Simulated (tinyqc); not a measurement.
RHF in the sto-6g basis, for BeH2, spin multiplicity 1, step by step (part 2 of 2). This run ends on a higher stationary point, not on the lowest solution. Computed by tinyqc, a small Python program that keeps every step (integrals from PySCF). Command: `OMP_NUM_THREADS=1 python tinyqc.py 26443 26444 out.jsonl` (the two numbers bound the seeds that draw the settings). One thread of a shared host (Intel(R) Xeon(R) Processor @ 2.60GHz), about 0.1 s of CPU time with the checks.

Geometry (angstrom):
```
atom         x          y         z
Be    0.000000   0.000000  0.000000
H     0.000000   1.300000  0.033000
H     0.000000  -1.300000  0.033000
```

## Iteration 14 (converged): orbitals

converged F (hartree), order 1Be 1s, 1Be 2s, 1Be 2px, 1Be 2py, 1Be 2pz, 2H 1s, 3H 1s:
```
[[-4.417531, -1.221787, 0.000000, 0.000000, -0.001985, -0.377797, -0.377797],
 [-1.221787, -0.540513, 0.000000, 0.000000, -0.005929, -0.402050, -0.402050],
 [0.000000, 0.000000, 0.273692, 0.000000, 0.000000, 0.000000, 0.000000],
 [0.000000, 0.000000, 0.000000, 0.049366, 0.000000, -0.170305, 0.170305],
 [-0.001985, -0.005929, 0.000000, 0.000000, -0.055158, -0.010761, -0.010761],
 [-0.377797, -0.402050, 0.000000, -0.170305, -0.010761, -0.271304, -0.152129],
 [-0.377797, -0.402050, 0.000000, 0.170305, -0.010761, -0.152129, -0.271304]]
```

X, order 1Be 1s, 1Be 2s, 1Be 2px, 1Be 2py, 1Be 2pz, 2H 1s, 3H 1s:
```
[[1.026890, -0.147407, 0.000000, 0.000000, -0.000407, 0.012966, 0.012966],
 [-0.147407, 1.280999, 0.000000, 0.000000, 0.007182, -0.332979, -0.332979],
 [0.000000, 0.000000, 1.000000, 0.000000, 0.000000, 0.000000, 0.000000],
 [0.000000, 0.000000, 0.000000, 1.425421, 0.000000, -0.485123, 0.485123],
 [-0.000407, 0.007182, 0.000000, 0.000000, 1.000202, -0.009390, -0.009390],
 [0.012966, -0.332979, 0.000000, -0.485123, -0.009390, 1.342242, -0.123018],
 [0.012966, -0.332979, 0.000000, 0.485123, -0.009390, -0.123018, 1.342242]]
```

Diagonalise F' = X^T F X, C = X C', fill 3 alpha and 3 beta electrons from the bottom; D = 2 C_occ C_occ^T. Each column has its largest component positive (the first on a tie).

F' = X^T F X (hartree):
```
[[-4.317351, -0.652362, 0.000000, 0.000000, -0.001882, -0.069322, -0.069322],
 [-0.652362, -0.003635, 0.000000, 0.000000, 0.003960, -0.315364, -0.315364],
 [0.000000, 0.000000, 0.273692, 0.000000, 0.000000, 0.000000, 0.000000],
 [0.000000, 0.000000, 0.000000, 0.515276, 0.000000, -0.385286, 0.385286],
 [-0.001882, 0.003960, 0.000000, 0.000000, -0.054853, -0.010528, -0.010528],
 [-0.069322, -0.315364, 0.000000, -0.385286, -0.010528, 0.075666, -0.175936],
 [-0.069322, -0.315364, 0.000000, 0.385286, -0.010528, -0.175936, 0.075666]]
```

orbital energies (hartree): [-4.420000, -0.437515, -0.177160, -0.054966, 0.273692, 0.436374, 0.944038]

coefficients C, order 1Be 1s, 1Be 2s, 1Be 2px, 1Be 2py, 1Be 2pz, 2H 1s, 3H 1s:
```
[[0.993180, -0.202783, 0.000000, 0.009571, 0.000000, -0.221245, 0.000000],
 [0.028376, 0.439487, 0.000000, -0.036348, 0.000000, 1.299697, 0.000000],
 [0.000000, 0.000000, 0.000000, 0.000000, 1.000000, 0.000000, 0.000000],
 [0.000000, 0.000000, 0.342318, 0.000000, 0.000000, 0.000000, 1.544452],
 [0.000590, 0.017455, 0.000000, 0.999383, 0.000000, 0.039497, 0.000000],
 [-0.004400, 0.464597, 0.514234, 0.000217, 0.000000, -0.799072, -1.021960],
 [-0.004400, 0.464597, -0.514234, 0.000217, 0.000000, -0.799072, 1.021960]]
```

D after iteration 14, order 1Be 1s, 1Be 2s, 1Be 2px, 1Be 2py, 1Be 2pz, 2H 1s, 3H 1s:
```
[[2.055057, -0.121876, 0.000000, 0.000000, -0.005908, -0.197165, -0.197165],
 [-0.121876, 0.387908, 0.000000, 0.000000, 0.015376, 0.408118, 0.408118],
 [0.000000, 0.000000, 0.000000, 0.000000, 0.000000, 0.000000, 0.000000],
 [0.000000, 0.000000, 0.000000, 0.234363, 0.000000, 0.352063, -0.352063],
 [-0.005908, 0.015376, 0.000000, 0.000000, 0.000610, 0.016213, 0.016214],
 [-0.197165, 0.408118, 0.000000, 0.352063, 0.016213, 0.960611, -0.097134],
 [-0.197165, 0.408118, 0.000000, -0.352063, 0.016214, -0.097134, 0.960611]]
```

## Convergence

Stop when the energy changes by less than 1e-10 hartree and every element of the error matrix X^T (F D S - S D F) X is below 3e-06.

Course of the cycle:
```
iteration   E (hartree)     change  largest element of the error matrix
1           -2.66807816          -                             1.11e-01
2          -14.40403108  -1.17e+01                             4.11e-01
3          -14.47663021  -7.26e-02                             4.11e-01
4          -14.55516092  -7.85e-02                             4.02e-01
5          -14.83044213  -2.75e-01                             2.82e-01
6          -14.97498232  -1.45e-01                             3.96e-02
7          -14.97718431  -2.20e-03                             9.62e-03
8          -14.97731190  -1.28e-04                             2.33e-03
9          -14.97731867  -6.77e-06                             8.78e-04
10         -14.97731968  -1.01e-06                             2.70e-04
11         -14.97731978  -1.02e-07                             4.89e-05
12         -14.97731978  -3.38e-09                             9.04e-06
13         -14.97731978  -1.16e-10                             1.71e-06
14         -14.97731978  -4.18e-12                             3.18e-07
```

PySCF RHF in the same basis = -15.72571597 hartree

Converged in 14 iterations. But the solution lies 0.74840 hartree above the reference: it is another stationary point, not the lowest restricted one. Reruns (cap 100 unless said): DIIS 8: converged in 23; damping 0.5: converged in 83; level shift 0.5: converged in 84; atomic densities as start, DIIS 8: converged in 7.

## Populations, bond orders and dipole

overlap S, order 1Be 1s, 1Be 2s, 1Be 2px, 1Be 2py, 1Be 2pz, 2H 1s, 3H 1s:
```
[[1.000000, 0.254764, 0.000000, 0.000000, 0.000000, 0.078648, 0.078648],
 [0.254764, 1.000000, 0.000000, 0.000000, 0.000000, 0.476703, 0.476703],
 [0.000000, 0.000000, 1.000000, 0.000000, 0.000000, 0.000000, 0.000000],
 [0.000000, 0.000000, 0.000000, 1.000000, 0.000000, 0.535718, -0.535718],
 [0.000000, 0.000000, 0.000000, 0.000000, 1.000000, 0.013599, 0.013599],
 [0.078648, 0.476703, 0.000000, 0.535718, 0.013599, 1.000000, 0.043994],
 [0.078648, 0.476703, 0.000000, -0.535718, 0.013599, 0.043994, 1.000000]]
```

Mulliken: Z minus the diagonal of D S on the atom; Loewdin: the same with S^(1/2) D S^(1/2); Mayer order: 2 sum_s sum (D(s) S)_ij (D(s) S)_ji over the two atoms.

Charges (e):
```
atom   Mulliken    Loewdin
1Be    0.648419   0.450255
2H    -0.324209  -0.225128
3H    -0.324209  -0.225128
```

Mayer bond orders:
```
pair     order
2-1   0.890765
3-1   0.890765
3-2   0.004123
```

dipole moment about the origin, x y z (debye): [0.000000, 0.000000, -0.299775]
